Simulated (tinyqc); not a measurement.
Gamma, L and X subbands of a thin body with non-parabolic valleys: sweeps and comparisons. A value that a table varies takes the place of the one given here.

Hard walls, flat band, c = hbar^2/2m0, energies from the bulk Gamma edge. For a valley at angle theta to the normal 1/m_z = cos^2/ml + sin^2/mt and m_d = sqrt(ml mt^2/m_z). Subband n starts at E_v + e with e (1 + a e) = c (n pi/t)^2/m_z, and its density-of-states mass is taken as m_d (1 + 2 a e), without further growth at higher in-plane energy. Groups are named by valley and degeneracy.

n_i = g m/(2 pi c) kB T ln(1 + exp((EF - E_i)/kB T)), sum n_i = Ns (1e12/cm^2 = 1e-4/angstrom^2), c = hbar^2/2m0. Quantum capacitance Cq = 1602.176634 sum g m/(2 pi c) f_i in microfarad/cm^2 with f_i = 1/(1 + exp((E_i - EF)/kB T)); Cox = 34.5313/eot (one gate); C/Cox = Cq/(Cq + Cox), the centroid term left out.

Constants: hbar^2/2m0 = 3.80998211 eV angstrom^2; kB = 8.617333262e-05 eV/K.

Parameters, chosen for this exercise (near those of a thin Ge channel; not measured data):

| symbol | value | unit | meaning |
|---|---|---|---|
| face | 100 |  | surface |
| mG | 0.038 | m0 | Gamma mass |
| aG | 1.04 | 1/eV | Gamma non-parabolicity |
| EL | -0.143 | eV | L edge above Gamma |
| mL | (1.588, 0.085) | m0 | L valleys (four, along <111>): ml, mt |
| EX | 0.041 | eV | X edge above Gamma |
| mX | (0.885, 0.19) | m0 | Delta valleys (six, along <100>): ml, mt |
| aS | 0.46 | 1/eV | non-parabolicity of L and X |
| Ns | 5.3 | x 1e12/cm^2 | sheet density |
| T | 300 | K | temperature |
| eot | 11 | angstrom | equivalent oxide thickness |
| ts | (20, 26, 34, 45, 60, 85, 130) | angstrom | thicknesses |
| t | 84 | angstrom | body thickness |
| Nl | (0.5, 1, 2, 4, 7, 11, 16) | x 1e12/cm^2 | sheet densities |

## Thinning the body

Lowest edge of each valley type, the lowest group, the Gamma share and C/Cox, with n = 1 to 8 of all groups.

Results:

| t (angstrom) | Gamma (eV) | L (eV) | X (eV) | lowest | Gamma share (%) | C/Cox |
|---|---|---|---|---|---|---|
| 20 | 1.135 | 0.451 | 0.142 | X2 | 0.0 | 0.860 |
| 26 | 0.799 | 0.238 | 0.102 | X2 | 0.0 | 0.864 |
| 34 | 0.546 | 0.093 | 0.077 | X2 | 0.0 | 0.902 |
| 45 | 0.356 | -0.003 | 0.062 | L4 | 0.0 | 0.899 |
| 60 | 0.223 | -0.062 | 0.053 | L4 | 0.0 | 0.897 |
| 85 | 0.122 | -0.102 | 0.047 | L4 | 0.0 | 0.897 |
| 130 | 0.055 | -0.125 | 0.044 | L4 | 0.0 | 0.901 |

From 130 down to 20 angstrom Gamma rises by 1.08 eV, L by 0.58 and X by 0.10 eV, the light Gamma mass moving most. The lowest group changes from L4 to X2 between 45 and 34 angstrom. The Gamma share stays near 0 %. C/Cox is 0.90 and 0.86 at the ends and lies between 0.86 and 0.90. Hard walls overstate the rise in the thinnest rows.

## Raising the sheet density

Fixed thickness, n = 1 to 8 of all groups; the gate overdrive above the lowest edge is (EF - E_lowest)/e + 0.1602177 Ns/Cox in volts.

Results:

| Ns (1e12/cm^2) | EF - lowest (eV) | Gamma share (%) | Cq | C/Cox | overdrive (V) |
|---|---|---|---|---|---|
| 0.5 | -0.085 | 0.0 | 3.04 | 0.492 | -0.060 |
| 1.0 | -0.067 | 0.0 | 5.98 | 0.656 | -0.016 |
| 2.0 | -0.048 | 0.0 | 11.56 | 0.786 | 0.054 |
| 4.0 | -0.028 | 0.0 | 21.59 | 0.873 | 0.176 |
| 7.0 | -0.011 | 0.0 | 34.27 | 0.916 | 0.346 |
| 11.0 | 0.005 | 0.0 | 47.63 | 0.938 | 0.566 |
| 16.0 | 0.020 | 0.0 | 60.22 | 0.950 | 0.836 |

The lowest subband is L4 n=1; the light Gamma level lies 225 meV above it, above that valley in the bulk already and lifted further by confinement. At the highest density band filling takes 0.020 V of the 0.836 V overdrive. Cq grows from 3.0 to 60.2 microfarad/cm^2 while EF moves from -0.085 to +0.020 eV against the lowest edge; the Gamma share stays near 0 %.

## What each parameter does

n = 1 to 8 of all groups. Each row changes one parameter from the base and keeps the others.

Results:

| case | lowest edge (eV) | EF (eV) | Gamma share (%) | C/Cox |
|---|---|---|---|---|
| base | -0.101 | -0.121 | 0.0 | 0.897 |
| t = 92 angstrom | -0.108 | -0.128 | 0.0 | 0.898 |
| mG = 0.0437 m0 | -0.101 | -0.121 | 0.0 | 0.897 |
| aG = 0.73 1/eV | -0.101 | -0.121 | 0.0 | 0.897 |
| EL = -0.193 eV | -0.151 | -0.171 | 0.0 | 0.897 |
| Ns = 7.95 x 1e12/cm^2 | -0.101 | -0.108 | 0.0 | 0.923 |
| eot = 9 angstrom | -0.101 | -0.121 | 0.0 | 0.877 |
| T = 250 K | -0.101 | -0.112 | 0.0 | 0.910 |

The largest shifts from the base row, up to three for each result and ties (the steps differ in size, so this ranks the rows, not the parameters). lowest edge (eV): EL -0.050, t -0.007; unchanged at the printed digits by mG, aG, Ns, eot and T. EF (eV): EL -0.050, Ns +0.013, T +0.008; unchanged at the printed digits by mG, aG and eot. Gamma share (%): unchanged at the printed digits by t, mG, aG, EL, Ns, eot and T. C/Cox: Ns +0.026, eot -0.020, T +0.012; unchanged at the printed digits by mG, aG and EL.

tinyqc: `OMP_NUM_THREADS=1 python tinyqc.py 1281675 1281676 out.jsonl`; about 0.07 s, one thread, shared Intel(R) Xeon(R) Processor @ 2.30GHz.
